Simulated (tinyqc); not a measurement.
# Pinning of the barrier by interface states

Cowley-Sze model with the space charge neglected: phiB = S (phiM - chi) + (1 - S)(Eg - phi0), S = 1/(1 + q Dit dl/(eps0 ei)), dl in cm.

Inputs (values chosen for the exercise); band and dielectric values close to those of silicon:
- Eg = 1.13 eV (band gap)
- chi = 4.09 eV (electron affinity)
- dl = 0.6 nm (thickness of the interfacial layer)
- ei = 2 (relative permittivity of the interfacial layer)
- phi0 = 0.41 eV (neutral level above the valence band)
- phiM = 4.47 eV (metal work function)

Constants: q = 1.602176634e-19 C, eps0 = 8.8541878128e-14 F/cm where lengths are in cm. Results are converted to the units shown.

Results:

| Dit (cm^-2 eV^-1) | S | phiB (eV) | change of phiB for 0.5 eV more work function (eV) |
|---|---|---|---|
| 1e11 | 0.9946 | 0.3818 | 0.4973 |
| 3e11 | 0.9840 | 0.3854 | 0.4920 |
| 1e12 | 0.9485 | 0.3975 | 0.4743 |
| 1e13 | 0.6481 | 0.4996 | 0.3241 |
| 3e13 | 0.3804 | 0.5907 | 0.1902 |
| 1e14 | 0.1556 | 0.6671 | 0.07778 |
| 3e14 | 0.05785 | 0.7003 | 0.02893 |
| 1e15 | 0.01809 | 0.7139 | 0.009044 |

Estimate the missing row, Dit = 3e12 cm^-2 eV^-1.

Computed row:

| Dit (cm^-2 eV^-1) | S | phiB (eV) | change of phiB for 0.5 eV more work function (eV) |
|---|---|---|---|
| 3e12 | 0.8600 | 0.4276 | 0.4300 |

With this row back in the table: S falls from 0.995 to 0.0181, passing 1/2 at Dit = eps0 ei/(q dl) = 1.84e13 cm^-2 eV^-1. The barrier rises from 0.382 to 0.714 eV, from near the Schottky-Mott value phiM - chi = 0.380 eV towards the pinned value Eg - phi0 = 0.720 eV.

Program tinyqc, `OMP_NUM_THREADS=1 python tinyqc.py 2020171 2020172 out.jsonl`; Intel Xeon 2.30GHz, shared host, one thread, about 0.2 s.
